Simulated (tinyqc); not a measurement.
Rutherford backscattering from a thin compound film on silicon: kinematics, yields, composition and thickness: one step, computed by the program tinyqc. Command: `OMP_NUM_THREADS=1 python tinyqc.py 3003307 3003308 out.jsonl rbs walk`. One thread of a shared host (Intel(R) Xeon(R) Processor @ 2.30GHz), about 0.01 s of CPU time with the checks.

Singly charged helium ions (Z1 = 2, M1 = 4.0026 u) enter at the tilt angle a1 to the normal and leave at a2 = |180 - theta - tilt| in the same plane. The film is A B_x.

Question. Yields. Rutherford cross section in the laboratory frame: sigma = (Z1 Z e^2/(4 pi eps_0 4E))^2 (4/sin^4 theta) (r + cos theta)^2/r, r = sqrt(1 - (M1 sin theta/M)^2), times the screening factor 1 - 0.049 Z1 Z^(4/3)/E (E in keV); 1 angstrom^2 = 1e8 barn. Counts = (charge/e) x solid angle x sigma(E_mean) x areal density of the element/cos a1, E_mean = E0 - half the energy lost on the way in; 1 barn = 1e-24 cm^2. The ratio of areas returns x = (Y_B/Y_A)(sigma_A/sigma_B), with the counting error sqrt(1/Y_A + 1/Y_B).

Inputs (values chosen for the exercise, modelled on a helium beam on SiGe):
```
quantity                     value          unit
beam energy E0                 1.6           MeV
scattering angle theta         165       degrees
tilt of the sample               7       degrees
heavy element: Z_A              32             -
heavy element: mass M_A       72.6             u
light element: Z_B              14             -
light element: mass M_B      28.09             u
atoms of B per atom of A, x   3.15             -
collected charge                12  microcoulomb
detector solid angle           3.6           msr
```

energy lost on the way in = 20.10966 keV

areal density N d = 336.24 1e15 atoms/cm^2

Constants: e^2/(4 pi eps_0) = 14.39964548 eV angstrom; e = 1.602176634e-19 C.

Give: cross sections; counts; ratio of areas Y_B/Y_A; counting error of x without background.

Answer.

cross sections (barn/sr): A 2.147, B 0.399

counts: A 47255, B 27661

ratio of areas Y_B/Y_A = 0.5854

counting error of x without background = 0.7571 %

The cross sections differ by 5.4, near (Z_A/Z_B)^2 = 5.2. The silicon signal of the film runs into that of the substrate and appears as a step, not a peak. Caution: the silicon signal of the film merges with that of the substrate, so only the width of A can be read directly. Caution: film and substrate silicon overlap, so Y_B must be separated by a fit.
